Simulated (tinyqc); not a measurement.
# Worked calculation: abrupt p-n junction, non-linear Poisson equation by Newton steps

tinyqc, about 0.02 s, one thread, Intel Xeon 2.30GHz (shared host): `OMP_NUM_THREADS=1 python tinyqc.py 2000058 2000059 out.jsonl` Printed values are rounded.

One dimension, p side on the left, n side on the right; net doping C = -Na for x < 0 and +Nd for x > 0. The potential psi is counted from the intrinsic level, and the quasi-Fermi potentials are flat: 0 for holes and -V for electrons, so n = ni exp((psi + V)/Vt) and p = ni exp(-psi/Vt) (Boltzmann statistics, full ionisation, no current). Under reverse bias this makes the minority densities vanishingly small everywhere; they play no part in the charge.

Parameters, values chosen for the exercise; band and dielectric values those of a made-up semiconductor:
- T = 273 K (temperature)
- Eg = 1.51 eV (band gap)
- eps_r = 8.42 (relative permittivity)
- Nc = 7.27e17 cm^-3 (conduction-band density of states at T)
- Nv = 1.35e19 cm^-3 (valence-band density of states at T)
- Na = 1.5e18 cm^-3 (acceptor density of the p side)
- Nd = 2e16 cm^-3 (donor density of the n side)
- V = -5 V (bias of the p side against the n side)

Constants: q = 1.602176634e-19 C, kB = 1.380649e-23 J/K, Vt = kB T/q, eps0 = 8.8541878128e-14 F/cm where lengths are in cm. Results are converted to the units shown.

## Intrinsic density, end potentials and Debye lengths

ni = sqrt(Nc Nv) exp(-Eg/(2 Vt)), Eg in volts; psi_p = -Vt ln(Na/ni), psi_n = Vt ln(Nd/ni) - V; Debye length sqrt(eps0 eps_r Vt/(q N)).

ni = 36148.1 cm^-3
psi_p = -0.737674 V
psi_n = 5.63610 V
Debye length, p side = 2.70145 nm
Debye length, n side = 23.3953 nm

## Net doping on the mesh

| node | x (nm) |
|---|---|
| 0 | -29.7 |
| 1 | -22.4 |
| 2 | -16 |
| 3 | -10.5 |
| 4 | -5.81 |
| 5 | -1.75 |
| 6 | 1.75 |
| 7 | 15 |
| 8 | 65.2 |
| 9 | 255 |
| 10 | 975 |

C = -Na for x < 0 and +Nd for x > 0, taken at the nodes.

| node | net doping C (cm^-3) |
|---|---|
| 0 | -1.5e18 |
| 1 | -1.5e18 |
| 2 | -1.5e18 |
| 3 | -1.5e18 |
| 4 | -1.5e18 |
| 5 | -1.5e18 |
| 6 | 2e16 |
| 7 | 2e16 |
| 8 | 2e16 |
| 9 | 2e16 |
| 10 | 2e16 |

## Couplings between neighbouring nodes

a_i = eps0 eps_r/h_i for the interval from node i to i + 1, with h_i = x_(i+1) - x_i in cm.

| interval | coupling a_i (F/cm^2) |
|---|---|
| 0 | 1.02126e-6 |
| 1 | 1.16488e-6 |
| 2 | 1.35550e-6 |
| 3 | 1.58960e-6 |
| 4 | 1.83626e-6 |
| 5 | 2.13006e-6 |
| 6 | 5.62659e-7 |
| 7 | 1.48510e-7 |
| 8 | 3.92794e-8 |
| 9 | 1.03545e-8 |

## Starting potential

A straight line in x from psi_p = -Vt ln(Na/ni) at the first node to psi_n = Vt ln(Nd/ni) - V at the last.

| node | psi at the start (V) |
|---|---|
| 0 | -0.73767 |
| 1 | -0.69136 |
| 2 | -0.65076 |
| 3 | -0.61587 |
| 4 | -0.58612 |
| 5 | -0.56036 |
| 6 | -0.53816 |
| 7 | -0.45410 |
| 8 | -0.13563 |
| 9 | 1.06845 |
| 10 | 5.63610 |

## Iteration 1: densities, residual and Jacobian diagonal

n_i = ni exp((psi_i + V)/Vt), p_i = ni exp(-psi_i/Vt), rho_i = p_i - n_i + C_i, g_i = (n_i + p_i)/Vt. Box widths w_i = (h_(i-1) + h_i)/2 in cm. Residual F_i = a_i (psi_(i+1) - psi_i) - a_(i-1) (psi_i - psi_(i-1)) + q rho_i w_i; Jacobian: a_(i-1) and a_i beside the diagonal, b_i = -a_(i-1) - a_i - q g_i w_i on it. The two end nodes are fixed.

| node | n (cm^-3) | p (cm^-3) |
|---|---|---|
| 0 | 4.32963e-102 | 1.5e18 |
| 1 | 3.10016e-101 | 2.09487e17 |
| 2 | 1.74146e-100 | 3.72930e16 |
| 3 | 7.67437e-100 | 8.46252e15 |
| 4 | 2.71837e-99 | 2.38910e15 |
| 5 | 8.12440e-99 | 7.99376e14 |
| 6 | 2.08781e-98 | 3.11065e14 |
| 7 | 7.43795e-97 | 8.73150e12 |
| 8 | 5.63097e-91 | 1.15334e7 |
| 9 | 9.52461e-69 | 6.81859e-16 |
| 10 | 2e16 | 3.24722e-100 |

| node | residual F (C/cm^2) | diagonal b (F/cm^2) |
|---|---|---|
| 1 | -1.41633e-7 | -3.16343e-6 |
| 2 | -1.39439e-7 | -2.67149e-6 |
| 3 | -1.21756e-7 | -2.97446e-6 |
| 4 | -1.04975e-7 | -3.43298e-6 |
| 5 | -9.07950e-8 | -3.96839e-6 |
| 6 | 2.72539e-9 | -2.69450e-6 |
| 7 | 1.01702e-8 | -7.11358e-7 |
| 8 | 3.84522e-8 | -1.87790e-7 |
| 9 | 1.45766e-7 | -4.96339e-8 |

## Iteration 1: Newton step

Solve the tridiagonal system a_(i-1) d_(i-1) + b_i d_i + a_i d_(i+1) = -F_i for nodes 1 to 9, with d = 0 on fixed nodes. If the largest |d| exceeds 4 Vt, the whole step is scaled down so that it equals 4 Vt.

| node | Newton step d, before damping (V) |
|---|---|
| 1 | -0.18199 |
| 2 | -0.37264 |
| 3 | -0.47515 |
| 4 | -0.49475 |
| 5 | -0.45647 |
| 6 | -0.38128 |
| 7 | -0.10269 |
| 8 | 0.88420 |
| 9 | 3.63657 |

| node | psi after iteration 1 (V) |
|---|---|
| 0 | -0.73767 |
| 1 | -0.69607 |
| 2 | -0.66040 |
| 3 | -0.62817 |
| 4 | -0.59892 |
| 5 | -0.57217 |
| 6 | -0.54802 |
| 7 | -0.45676 |
| 8 | -0.11275 |
| 9 | 1.16255 |
| 10 | 5.63610 |

## Iteration 2: densities, residual and Jacobian diagonal

As before.

| node | n (cm^-3) | p (cm^-3) |
|---|---|---|
| 0 | 4.32963e-102 | 1.5e18 |
| 1 | 2.53775e-101 | 2.55914e17 |
| 2 | 1.15586e-100 | 5.61870e16 |
| 3 | 4.55054e-100 | 1.42718e16 |
| 4 | 1.57749e-99 | 4.11695e15 |
| 5 | 4.91743e-99 | 1.32070e15 |
| 6 | 1.37263e-98 | 4.73138e14 |
| 7 | 6.64355e-97 | 9.77557e12 |
| 8 | 1.48924e-90 | 4.36092e6 |
| 9 | 5.20026e-67 | 1.24887e-17 |
| 10 | 2e16 | 3.24722e-100 |

| node | residual F (C/cm^2) | diagonal b (F/cm^2) |
|---|---|---|
| 1 | -1.37475e-7 | -3.38002e-6 |
| 2 | -1.35487e-7 | -2.74806e-6 |
| 3 | -1.18492e-7 | -2.99462e-6 |
| 4 | -1.02229e-7 | -3.43813e-6 |
| 5 | -8.84383e-8 | -3.96973e-6 |
| 6 | 2.65910e-9 | -2.69542e-6 |
| 7 | 9.90711e-9 | -7.11380e-7 |
| 8 | 3.74572e-8 | -1.87790e-7 |
| 9 | 1.41994e-7 | -4.96339e-8 |

## Iteration 2: Newton step

As before.

| node | Newton step d, before damping (V) |
|---|---|
| 1 | -0.14835 |
| 2 | -0.31244 |
| 3 | -0.40598 |
| 4 | -0.42385 |
| 5 | -0.38648 |
| 6 | -0.31336 |
| 7 | -0.04278 |
| 8 | 0.91558 |
| 9 | 3.58540 |

| node | psi after iteration 2 (V) |
|---|---|
| 0 | -0.73767 |
| 1 | -0.69997 |
| 2 | -0.66860 |
| 3 | -0.63882 |
| 4 | -0.61004 |
| 5 | -0.58232 |
| 6 | -0.55625 |
| 7 | -0.45788 |
| 8 | -0.08872 |
| 9 | 1.25665 |
| 10 | 5.63610 |

## Course of the Newton iteration

Stop when the largest undamped |d| is below 1e-9 V, or after 80 iterations.

Course of the iteration:

| iteration | largest \|F\| (C/cm^2) | largest \|d\| (V) | at node |
|---|---|---|---|
| 1 | 1.46e-7 | 3.64 | 9 |
| 2 | 1.42e-7 | 3.59 | 9 |
| 3 | 1.38e-7 | 3.53 | 9 |
| 4 | 1.35e-7 | 3.47 | 9 |
| 5 | 1.31e-7 | 3.40 | 9 |
| 6 | 1.27e-7 | 3.33 | 9 |
| 7 | 1.24e-7 | 3.26 | 9 |
| 8 | 1.20e-7 | 3.18 | 9 |
| 9 | 1.17e-7 | 3.10 | 9 |
| ... | ... | ... | ... |
| 36 | 2.26e-8 | 0.617 | 9 |
| 37 | 1.92e-8 | 0.523 | 9 |
| 38 | 1.57e-8 | 0.429 | 9 |
| 39 | 1.23e-8 | 0.335 | 9 |
| 40 | 8.83e-9 | 0.241 | 9 |
| 41 | 5.38e-9 | 0.147 | 9 |
| 42 | 1.93e-9 | 0.0527 | 9 |
| 43 | 1.07e-11 | 2.70e-6 | 4 |
| 44 | 5.39e-16 | 1.38e-10 | 4 |

Converged in 44 iterations. Once the step is below 0.1 Vt, 1 more iteration(s) reach the threshold: near the solution the error is roughly squared each time.

## Converged densities, field and charge

| node | converged psi (V) |
|---|---|
| 0 | -0.73767 |
| 1 | -0.73753 |
| 2 | -0.73658 |
| 3 | -0.73094 |
| 4 | -0.70694 |
| 5 | -0.64441 |
| 6 | -0.54867 |
| 7 | -0.19111 |
| 8 | 1.09512 |
| 9 | 4.97928 |
| 10 | 5.63610 |

n and p as above; field E_i = -(psi_(i+1) - psi_i)/h_i on each interval; charge on either side of the peak Q = eps0 eps_r |E|max (Gauss).

| node | n (cm^-3) | p (cm^-3) |
|---|---|---|
| 0 | 4.32963e-102 | 1.5e18 |
| 1 | 4.35542e-102 | 1.49112e18 |
| 2 | 4.53671e-102 | 1.43153e18 |
| 3 | 5.76574e-102 | 1.12639e18 |
| 4 | 1.59893e-101 | 4.06175e17 |
| 5 | 2.28094e-100 | 2.84727e16 |
| 6 | 1.33523e-98 | 4.86390e14 |
| 7 | 5.32607e-92 | 1.21937e8 |
| 8 | 2.95963e-68 | 2.19434e-16 |
| 9 | 14980.6 | 4.33525e-88 |
| 10 | 2e16 | 3.24722e-100 |

| interval | field E (kV/cm) |
|---|---|
| 0 | -0.191 |
| 1 | -1.499 |
| 2 | -10.254 |
| 3 | -51.163 |
| 4 | -154.006 |
| 5 | -273.545 |
| 6 | -269.858 |
| 7 | -256.222 |
| 8 | -204.645 |
| 9 | -9.123 |

peak |E| = 273.545 kV/cm
charge Q = 203.934 nC/cm^2

## Check against the exact first integral and the depletion approximation

ni = sqrt(Nc Nv) exp(-Eg/(2 Vt)), Eg in volts. Exact first integral for an abrupt junction with thick neutral sides: psi_p = -Vt ln(Na/ni), psi_n = Vt ln(Nd/ni) - V, psi_j = (Nd psi_n + Na psi_p - Vt (Nd - Na))/(Na + Nd) at the junction, n_j = ni exp((psi_j + V)/Vt), p_j = ni exp(-psi_j/Vt), and E_j^2 = (2 q/(eps0 eps_r)) [Nd (psi_n - psi_j - Vt) + Vt (n_j + p_j)] (minority densities of the neutral sides neglected). Depletion approximation: Vbi = Vt ln(Na Nd/ni^2), W = sqrt(2 eps0 eps_r (Vbi - V)(1/Na + 1/Nd)/q), xp = W Nd/(Na + Nd), xn = W Na/(Na + Nd), peak field 2 (Vbi - V)/W, capacitance eps0 eps_r/W.

psi_j = -0.630903 V
exact field at the junction = 232.019 kV/cm
Vbi = 1.37378 V
W = 548.214 nm
peak field in the depletion approximation = 232.529 kV/cm

The depletion approximation gives a peak field 0.22 % above the exact one, since it leaves out the Debye tails of the majority carriers at the edges of the depleted layer. The 11-node mesh above gave 273.5 kV/cm on the interval that holds the junction, 18 % above the exact value.
